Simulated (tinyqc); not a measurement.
Bandgap voltage reference from two bipolar transistors: two steps of the calculation.

Two transistors of area 1 and N carry the same current I. Is(T) = Is (T/T0)^eta exp[(Vg0 q/kB)(1/T0 - 1/T)], VBE1 = Vt ln(I/Is(T)) + I rb, VBE2 = Vt ln(I/(N Is(T))) + I rb/N. The amplifier forces I R1(T) = VBE1 - VBE2 + Vos, with R(T) = R (1 + tc (T - T0)) for both resistors, and the output is Vref = VBE1 + I R2(T). Base currents and the Early effect are neglected.

Values chosen for this exercise; values of the order met in silicon bipolar transistors: reference temperature T0 = 300 K; band-gap voltage extrapolated to 0 K Vg0 = 1.183 V; temperature exponent of the saturation current eta = 4.2; saturation current of the unit transistor at T0 Is = 1.7e-16 A; area ratio of the second transistor N = 24; resistor across which the difference of VBE falls, at T0 R1 = 21 kohm; temperature coefficient of both resistors tc = 0 ppm/K; offset of the amplifier Vos = 0 mV; series resistance of the unit transistor rb = 0 ohm; output resistor at T0 R2 = 163.4 kohm; temperature T = 333 K.

Constants: q = 1.602176634e-19 C, kB = 1.380649e-23 J/K. Results are converted to the units shown.

Task 1. Operating point at the reference temperature. Vt = kB T/q; I = (Vt ln N + Vos)/(R1(T) - rb (1 - 1/N)). Evaluate at T = T0.

Give: Vt; I; Is(T); VBE1; I R2; Vref.

Result 1.

Vt = 0.025852 V
I = 3.9123 uA
Is(T) = 1.7000e-16 A
VBE1 = 0.61681 V
I R2 = 0.63928 V
Vref = 1.2561 V

Task 2. Operating point at another temperature. 

Find: Vt; I; Is(T); VBE1; I R2; Vref.

Result 2.

Vt = 0.02870 V
I = 4.343 uA
Is(T) = 2.456e-14 A
VBE1 = 0.5449 V
I R2 = 0.7096 V
Vref = 1.255 V

From T0 to T, VBE1 changes by -71.9 mV and I R2 by 70.3 mV, which leaves -1.54 mV in Vref.

tinyqc, about 0.02 s, one thread, Intel Xeon 2.30GHz (shared host): `OMP_NUM_THREADS=1 python tinyqc.py 2062036 2062037 out.jsonl`
